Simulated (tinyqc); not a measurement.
# Resistive memory cell, filament-gap model with Joule heating: several studies

A tunnelling gap g separates the tip of a filament from the electrode. I = I0 exp(-g/g0) sinh(Vd/V0), with Vd = V - I Rs on the device; T = T0 + Rth Vd I at once; the gap closes as dg/dt = -nu exp(-q Ea/(kB T)) sinh(al q Vd/(kB T)). All constants are fitting values of a compact model.

Parameters, values chosen for the exercise: ambient temperature T0 = 358 K; current scale I0 = 0.47 mA; tunnelling length g0 = 0.26 nm; voltage scale V0 = 0.47 V; attempt velocity nu = 1 m/s; activation energy Ea = 0.9 eV; barrier lowering per volt on the device al = 0.54; thermal resistance Rth = 3.3e5 K/W; series resistance Rs = 1000 ohm; gap at the start gi = 1.5 nm; gap that counts as set gf = 0.4 nm; pulse voltage V = 1.31 V.

Constants: q = 1.602176634e-19 C, kB = 1.380649e-23 J/K. Results are converted to the units shown.

Each table varies one quantity; the others keep the values above.

## The course of a set pulse

For each gap Vd is solved self-consistently; the time to reach g is the integral of dg/|dg/dt| from g to gi.

The course of a set pulse:
```
g (nm)  Vd (V)  I (uA)  T (K)  -dg/dt (nm/ns)  time (ns)
1.34     1.289   20.99  366.9        7.905e-4      192.5
1.19     1.274   36.18  373.2        6.828e-4      395.7
1.03     1.247   63.17  384.0        5.290e-4      659.9
0.87     1.204   106.5  400.3        3.549e-4       1027
0.71     1.139   171.3  422.4        1.981e-4       1628
0.56     1.055   254.7  446.7        9.429e-5       2733
0.4     0.9422   367.8  472.4        3.350e-5       5643
```

What does the table show?

As the gap closes from 1.34 to 0.4 nm, the current rises from 21.0 to 368 uA, Vd falls from 1.29 to 0.942 V, T rises from 367 to 472 K and the rate falls from 7.91e-4 to 3.35e-5 nm/ns. The series resistance takes voltage from the cell faster than heating helps, so the set limits itself. The first row takes 3.4 % of the whole time.

## Effect of the activation energy on the set time

Same model as above.

The set time is the integral of dg/|dg/dt| from gf to gi, with Vd solved for each gap; the second column repeats it with Rth = 0.

Result of one run:
```
Ea (eV)  set time (s)  without heating (s)  higher T of the two ends (K)  I at gf (uA)
0.88         3.308e-6             2.804e-5                         472.4         367.8
```

What becomes of these results when the activation energy Ea is changed from 0.88 to 1.15 eV, all else the same?

Result of the changed run:
```
Ea (eV)  set time (s)  without heating (s)  higher T of the two ends (K)  I at gf (uA)
1.15         0.005355               0.1773                         472.4         367.8
```

The whole series:
```
Ea (eV)  set time (s)  without heating (s)  higher T of the two ends (K)  I at gf (uA)
0.75         1.069e-7             4.146e-7                         472.4         367.8
0.82         6.733e-7             4.010e-6                         472.4         367.8
0.88         3.308e-6             2.804e-5                         472.4         367.8
0.95         2.162e-5             2.711e-4                         472.4         367.8
1.02         1.449e-4             0.002622                         472.4         367.8
1.08         7.569e-4              0.01833                         472.4         367.8
1.15         0.005355               0.1773                         472.4         367.8
```

As Ea goes from 0.75 to 1.15 eV, the set time rises from 1.07e-7 to 0.00535 s, a span of 4.7 decades; heating shortens it by a factor of 3.88 in the first row and 33.1 in the last. At Ea = 0.75 eV the field nearly removes the barrier, so the activated law fails.

## Effect of the thermal resistance on the set time

Same model as above.

Results:
```
Rth (K/W)  set time (s)  without heating (s)  higher T of the two ends (K)  I at gf (uA)
16000          4.602e-5             5.362e-5                         363.5         367.8
65000          2.981e-5             5.362e-5                         380.5         367.8
1.3e5          1.800e-5             5.362e-5                         403.0         367.8
2.5e5          8.450e-6             5.362e-5                         444.6         367.8
5e5            2.908e-6             5.362e-5                         531.3         367.8
9.9e5          9.872e-7             5.362e-5                         701.1         367.8
```

Estimate the missing row, Rth = 33000 K/W.

Computed row:
```
Rth (K/W)  set time (s)  without heating (s)  higher T of the two ends (K)  I at gf (uA)
33000          3.936e-5             5.362e-5                         369.4         367.8
```

With this row back in the table: As Rth goes from 16000 to 9.9e5 K/W, the set time falls from 4.60e-5 to 9.87e-7 s, a span of 1.7 decades; heating shortens it by a factor of 1.17 in the first row and 54.3 in the last.

Computed by the program tinyqc: `OMP_NUM_THREADS=1 python tinyqc.py 2880112 2880113 out.jsonl`, one thread of a shared Intel Xeon 2.30GHz, about 0.09 s for the whole run.
